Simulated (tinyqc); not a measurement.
p-n diode, drift-diffusion by the Gummel loop with Scharfetter-Gummel fluxes: two steps of the calculation.

Abrupt junction at x = 0, p side from -Lp, n side to Ln, ohmic contacts. psi is counted from the intrinsic level; n = ni exp((psi - phin)/Vt), p = ni exp((phip - psi)/Vt). Contacts: p side psi = V - Vt ln(Na/ni), p = Na, n = ni^2/Na; n side psi = Vt ln(Nd/ni), n = Nd, p = ni^2/Nd. Constant mobilities, D = mu Vt, Boltzmann statistics, SRH recombination through a mid-gap level, U = (n p - ni^2)/(tp (n + ni) + tn (p + ni)). Current is positive from the p contact to the n contact.

Values chosen for this exercise; band and dielectric values close to those of gallium arsenide:

| symbol | value | unit | meaning |
|---|---|---|---|
| T | 275 | K | temperature |
| Na | 7.2e15 | cm^-3 | acceptor density of the p side |
| Nd | 9.3e15 | cm^-3 | donor density of the n side |
| mun | 6100 | cm^2/(V s) | electron mobility |
| mup | 400 | cm^2/(V s) | hole mobility |
| tn | 4e-7 | s | SRH lifetime of electrons |
| tp | 1e-9 | s | SRH lifetime of holes |
| G | 0 | cm^-3 s^-1 | uniform generation rate |

Constants: q = 1.602176634e-19 C, kB = 1.380649e-23 J/K, Vt = kB T/q. Results are converted to the units shown.

Question 1. Electron continuity. With psi and p held, F_i = (mun Vt/h_i) [n_(i+1) B(d_i) - n_i B(-d_i)], d_i = (psi_(i+1) - psi_i)/Vt, B(d) = d/(exp(d) - 1); solve F_i - F_(i-1) = w_i [(n_i p_i - ni^2)/den_i - G] for the new n, with den = tp (n + ni) + tn (p + ni) taken at the old n and p, h_i = x_(i+1) - x_i, w_i = (h_(i-1) + h_i)/2; phin = psi - Vt ln(n/ni).

| node | x (nm) | psi (V) | n after Poisson (cm^-3) | p after Poisson (cm^-3) |
|---|---|---|---|---|
| 0 | -1200 | 0.12985355 | 3.9198006e-6 | 7.2e15 |
| 1 | -857 | 0.12985458 | 4.0278546e7 | 7.1996873e15 |
| 2 | -584 | 0.12989287 | 4.0343682e7 | 7.1880632e15 |
| 3 | -366 | 0.13083369 | 4.1977582e7 | 6.9082812e15 |
| 4 | -193 | 0.14563804 | 7.8402299e7 | 3.6987810e15 |
| 5 | -55 | 0.26449729 | 1.1819495e10 | 2.4535137e13 |
| 6 | 55 | 0.49869164 | 2.3150145e14 | 1.2526614e9 |
| 7 | 174 | 0.57599337 | 6.0425629e15 | 4.7991711e7 |
| 8 | 304 | 0.58532217 | 8.9574658e15 | 3.2374440e7 |
| 9 | 444 | 0.58614448 | 9.2737452e15 | 3.1270315e7 |
| 10 | 596 | 0.58620711 | 9.2982862e15 | 3.1187784e7 |
| 11 | 761 | 0.58621123 | 9.2999037e15 | 3.1182359e7 |
| 12 | 940 | 0.58621147 | 9.3e15 | 3.0346843e-6 |

ni = 1.6799573e5 cm^-3

Wanted: new n; phin after round 1.

Answer 1.

| node | new n (cm^-3) | phin after round 1 (V) |
|---|---|---|
| 0 | 3.9198e-6 | 0.71000 |
| 1 | 1.4291e7 | 0.02455 |
| 2 | 2.5698e7 | 0.01069 |
| 3 | 3.6005e7 | 0.00364 |
| 4 | 7.7260e7 | 0.00035 |
| 5 | 1.1819e10 | 0.00000 |
| 6 | 2.3150e14 | 0.00000 |
| 7 | 6.0426e15 | 0.00000 |
| 8 | 8.9575e15 | 0.00000 |
| 9 | 9.2737e15 | 0.00000 |
| 10 | 9.2983e15 | 0.00000 |
| 11 | 9.2999e15 | 0.00000 |
| 12 | 9.3000e15 | 0.00000 |

Question 2. Recombination and current. U_i as defined. J = Jn at the p contact + Jp at the n contact + q sum w_i U_i - q G sum w_i over the inner nodes, which avoids differences of large majority fluxes: Jn = (q mun Vt/h_0)[n_1 B(d_0) - n_0 B(-d_0)], Jp = (q mup Vt/h_last)[p_(N-1) B(d_last) - p_N B(-d_last)], d_i = (psi_(i+1) - psi_i)/Vt, B(d) = d/(exp(d) - 1), w_i = (h_(i-1) + h_i)/2.

| node | x (nm) | converged psi (V) | converged n (cm^-3) | converged p (cm^-3) |
|---|---|---|---|---|
| 0 | -1200 | 0.12985355 | 3.9198006e-6 | 7.2e15 |
| 1 | -857 | 0.12985458 | 1.4291393e7 | 7.1996872e15 |
| 2 | -584 | 0.12989287 | 2.5698442e7 | 7.1880631e15 |
| 3 | -366 | 0.13083369 | 3.6005301e7 | 6.9082812e15 |
| 4 | -193 | 0.14563804 | 7.7260300e7 | 3.6987810e15 |
| 5 | -55 | 0.26449729 | 1.1819028e10 | 2.4535131e13 |
| 6 | 55 | 0.49869164 | 2.3150144e14 | 1.2503923e9 |
| 7 | 174 | 0.57599337 | 6.0425629e15 | 4.6040583e7 |
| 8 | 304 | 0.58532217 | 8.9574658e15 | 2.5997831e7 |
| 9 | 444 | 0.58614448 | 9.2737452e15 | 1.9141196e7 |
| 10 | 596 | 0.58620711 | 9.2982862e15 | 1.2952114e7 |
| 11 | 761 | 0.58621123 | 9.2999037e15 | 6.6353745e6 |
| 12 | 940 | 0.58621147 | 9.3e15 | 3.0346843e-6 |

ni = 1.6799573e5 cm^-3

Find: U; Jn at the p contact; Jp at the n contact; recombination; generation; J.

Answer 2.

| node | U (cm^-3 s^-1) |
|---|---|
| 0 | 0 |
| 1 | 3.573e13 |
| 2 | 6.425e13 |
| 3 | 9.001e13 |
| 4 | 1.932e14 |
| 5 | 2.955e16 |
| 6 | 1.248e18 |
| 7 | 4.604e16 |
| 8 | 2.600e16 |
| 9 | 1.914e16 |
| 10 | 1.295e16 |
| 11 | 6.635e15 |
| 12 | 0 |

Jn at the p contact = 9.650e-6 A/cm^2
Jp at the n contact = 5.630e-7 A/cm^2
recombination = 2.593e-6 A/cm^2
generation = 0 A/cm^2
J = 1.281e-5 A/cm^2

Computed by the program tinyqc: `OMP_NUM_THREADS=1 python tinyqc.py 2240049 2240050 out.jsonl`, one thread of a shared Intel Xeon 2.30GHz, about 0.1 s for the whole run.
